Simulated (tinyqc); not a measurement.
Inside a calculation. Model: Keating valence-force model of a tetrahedral crystal. Computed by tinyqc, a small Python program that keeps every step. Command: `OMP_NUM_THREADS=1 python tinyqc.py 3006026 3006027 out.jsonl keating walk`. One thread of a shared host (Intel(R) Xeon(R) Processor @ 2.30GHz), about 0.03 s of CPU time with the checks. Intermediate numbers are printed to about 7 digits and carried at full precision; extremes and crossings named in words are read from the listed rows.

Atom A sits at 0 and atom B at a/4 (1,1,1) of an fcc lattice; the four bonds from A are t = a/4 (1,1,1), a/4 (1,-1,-1), a/4 (-1,1,-1), a/4 (-1,-1,1), of length d = sqrt(3) a/4. Energy: E = (3 alpha/(8 d^2)) sum over bonds (r.r - d^2)^2 + (3 beta/(8 d^2)) sum over pairs of bonds at one atom (r_i.r_j + d^2/3)^2, with beta_A for the six pairs at A and beta_B for the six at B. The cell holds two atoms, Omega = a^3/4. 1 N/m = 1 J/m^2. With constants fitted to the elastic moduli this model puts optical and zone-boundary frequencies of real crystals too high, by up to about 20 % in elemental crystals and up to about 50 % in compounds, and mostly by more for TA modes; in compounds the lattice part of the static dielectric constant then comes out too low.

Inputs (values chosen for the exercise, modelled on indium phosphide):
```
quantity                value      unit
lattice constant a      5.869  angstrom
mass M_A               114.82         u
mass M_B                30.97         u
bond stretching alpha    44.4       N/m
bond bending beta_A      5.88       N/m
bond bending beta_B      4.87       N/m
Born charge Z*           2.55         e
eps_inf                  9.46         -
mesh divisions n            8         -
temperature T             200         K
```

Structure: zinc blende.

wave vector q (2 pi/a): 0.79  0.2  0.16

Constants: 1 eV/angstrom^2 = 16.02176634 J/m^2; nu for 1 eV/(angstrom^2 u) = 15.6333042 THz; 1 THz = 33.35640952 1/cm; e^2/(4 pi eps_0) = 14.39964548 eV angstrom; u = 1.6605390666e-27 kg; h x 1 THz = 4.135667696 meV; k_B = 8.617333262e-05 eV/K.

## Dynamical matrix at q

With displacements u exp(i q.r), each bracket changes by g.u, where g = (g_A, g_B): bond t, g = (-2 t, 2 t exp(i q.t)); pair (i, j) at A, g = (-(t_i + t_j), t_i exp(i q.t_j) + t_j exp(i q.t_i)); pair at B, g = (-t_i exp(-i q.t_j) - t_j exp(-i q.t_i), t_i + t_j). Then D_mn = sum over the 4 bonds and 12 pairs of (4 k/a^2) conj(g_m) g_n / sqrt(M_m M_n), with k = alpha or beta converted to eV/angstrom^2. Only the short-range forces enter; the Coulomb field of the charges is left out.

D(q) (eV/(angstrom^2 u)):
```
                       A x                    A y                    A z                    B x
A x              0.1162783   0.0009537+0.0020395i   0.0007817+0.0025931i  -0.0621812+0.0151514i
A y   0.0009537-0.0020395i              0.1088587   0.0007496+0.0001092i   0.0462661-0.0125173i
A z   0.0007817-0.0025931i   0.0007496-0.0001092i              0.1091402   0.0365601-0.0158404i
B x  -0.0621812-0.0151514i   0.0462661+0.0125173i   0.0365601+0.0158404i              0.4372862
B y   0.0462661+0.0125173i  -0.0621812-0.0151514i   0.0040671+0.1423924i   0.0042691+0.0091295i
B z   0.0365601+0.0158404i   0.0040671+0.1423924i  -0.0621812-0.0151514i   0.0034990+0.0116075i

                       B y                    B z
A x   0.0462661-0.0125173i   0.0365601-0.0158404i
A y  -0.0621812+0.0151514i   0.0040671-0.1423924i
A z   0.0040671-0.1423924i  -0.0621812+0.0151514i
B x   0.0042691-0.0091295i   0.0034990-0.0116075i
B y              0.4040732   0.0033556-0.0004887i
B z   0.0033556+0.0004887i              0.4053334
```

## Frequencies at q

Diagonalise the Hermitian matrix D. An eigenvalue lambda of D in eV/(angstrom^2 u) gives nu = 15.6333042 THz x sqrt(lambda). The weight on A is the sum of |e|^2 over the three components of atom A.

frequencies (THz): 2.68265  3.09123  5.01569  10.24094  10.83232  11.05731

weights on atom A: 0.8251582  0.8388241  0.9670330  0.0480706  0.1750316  0.1458825

The top mode has 15 % of its weight on A, the heavier atom.

## Elastic constants and internal strain

beta = (beta_A + beta_B)/2; C11 = (alpha + 3 beta)/a, C12 = (alpha - beta)/a, C44 = 4 alpha beta/(a (alpha + beta)); with the two sublattices clamped C44(0) = (alpha + beta)/a; internal-strain parameter zeta = (alpha - beta)/(alpha + beta); B = (C11 + 2 C12)/3.

C11 = 103.1266 GPa

C12 = 66.49344 GPa

C44 = 32.67729 GPa

clamped C44(0) = 84.81002 GPa

internal-strain parameter zeta = 0.7840281

bulk modulus B = 78.70449 GPa

Letting the sublattices shift lowers C44 by 61 %, which is zeta^2. With zeta near 1 a shear keeps the bond lengths and bends the angles. The model fixes 2 C44 (C11 + C12)/((C11 - C12)(C11 + 3 C12)) = 1.000 whatever alpha and beta are.

## Optical mode at the zone centre

beta = (beta_A + beta_B)/2; mu = M_A M_B/(M_A + M_B); lambda = 4 (alpha + beta)/mu with the springs in eV/angstrom^2; nu = 15.6333042 THz x sqrt(lambda).

reduced mass mu = 24.39108 u

nu_TO at G = 11.15875 THz

the same as a wavenumber = 372.2160 1/cm

## LO-TO splitting

The long-range field adds 4 pi Z*^2 (e^2/(4 pi eps_0))/(eps_inf Omega mu) to lambda for the longitudinal mode at q -> 0; lambda = (nu/15.6333042 THz)^2; eps_0 = eps_inf (nu_LO/nu_TO)^2 (Lyddane-Sachs-Teller; here eps_0 is the static dielectric constant).

nu_LO at G = 12.21383 THz

static dielectric constant = 11.33348

The splitting is 9.5 % of nu_TO, and the lattice adds 1.87 to the dielectric constant.

## Frequencies at the zone boundary

The formulas are those given above.

Frequencies (THz) at points given in 2 pi/a:
```
point                  nu 1      nu 2      nu 3      nu 4      nu 5      nu 6
X (1, 0, 0)        2.936650  2.936650  5.388799  10.47146  10.76540  10.76540
L (0.5, 0.5, 0.5)  2.100622  2.100622  5.080063  10.45659  10.95925  10.95925
W (1, 0.5, 0)      3.222997  3.282227  5.143070   9.90286  10.78577  11.21226
K (0.75, 0.75, 0)  2.722880  3.485972  5.165230  10.00437  10.82145  11.13487
```

At X the two longitudinal modes are split (5.39 and 10.47 THz) because each moves one sublattice alone.

## Lowest frequency at X

Take the lowest frequency at X = (1, 0, 0) 2 pi/a, the transverse acoustic (TA) mode.

TA frequency at X = 2.936650 THz

## Transverse acoustic branch against its sound line

The sound line is nu = v q/(2 pi) with v = sqrt(C44/rho), rho = (M_A + M_B)/Omega; the clamped line uses C44(0).

Frequencies (THz) along G-X; columns: (1) q (2 pi/a); (2) lowest branch; (3) sound line, relaxed C44; (4) sound line, clamped C44(0); (5) third-lowest frequency; (6) highest frequency:
```
(1)        (2)       (3)       (4)       (5)       (6)
0.05  0.222329  0.222514  0.358474  0.395007  11.15654
0.15  0.662550  0.667541  1.075421  1.178157  11.13907
0.30  1.294964  1.335082  2.150842  2.309676  11.08336
0.45  1.866258  2.002623  3.226263  3.346103  11.00159
0.60  2.344375  2.670164  4.301684  4.234208  10.90971
0.75  2.697474  3.337705  5.377105  4.912069  10.82781
0.90  2.897652  4.005246  6.452526  5.309785  10.77596
1.00  2.936650  4.450273  7.169473  5.388799  10.76540
```

At small q the branch follows the relaxed line (0.999 of it, against 0.620 of the clamped one): in a long shear wave the sublattices shift against each other. At X it reaches 66 % of the relaxed line. Real tetrahedral semiconductors have flatter TA branches than a Keating model fitted to their elastic constants, which needs longer-ranged terms to mend.

## Thermal sums on a mesh

Mesh: q = sum_i (m_i + 1/2)/n b_i, m_i = 0..n-1, with b = [[-1, 1, 1], [1, -1, 1], [1, 1, -1]] in 2 pi/a; sums over the six modes are averaged over the n^3 points and halved, per atom. With x = h nu/(k_B T) and n = 1/(exp(x) - 1) for each mode: F = k_B T [x/2 + ln(1 - exp(-x))], U = k_B T x (n + 1/2), S/k_B = x n - ln(1 - exp(-x)), C/k_B = x^2 n (n + 1). The acoustic share counts the three lowest modes at each q; zero-point energy = sum h nu/2.

free energy F = 23.30608 meV/atom

entropy S = 2.486895 k_B/atom

heat capacity C = 2.303687 k_B/atom

acoustic share of C = 0.6168300

zero-point energy = 43.34718 meV/atom

C is 77 % of the classical value; the optical modes are partly excited.

Checks made by the program: slopes of the acoustic branches along [110] against C11, C12 and the relaxed C44 (relative difference 1e-06); zone-centre optical mode against D(q = 0) (relative difference below 1e-10); longitudinal modes at X against the diagonal of D (relative difference below 1e-10).
